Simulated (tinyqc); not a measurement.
Inside a calculation. Method: Rayleigh-quotient iteration on a symmetric matrix. One step of it, computed by the program tinyqc.

Task: Step 2. solve (A - shift) w = v; v' = w/|w| with its largest component positive (the first on a tie); lambda = v'^T A v'; the next shift is lambda.

A:
```
[[0.181000, -0.092000, -0.157000],
 [-0.092000, 0.448000, -0.328000],
 [-0.157000, -0.328000, 0.738000]]
```

vector after step 1: [0.490604, 0.499022, 0.714342]

Rayleigh quotient after step 1 = 0.142780

Give: vector after step 2; Rayleigh quotient after step 2.

Result:

vector after step 2: [0.853, 0.414, 0.318]

Rayleigh quotient after step 2 = 0.047
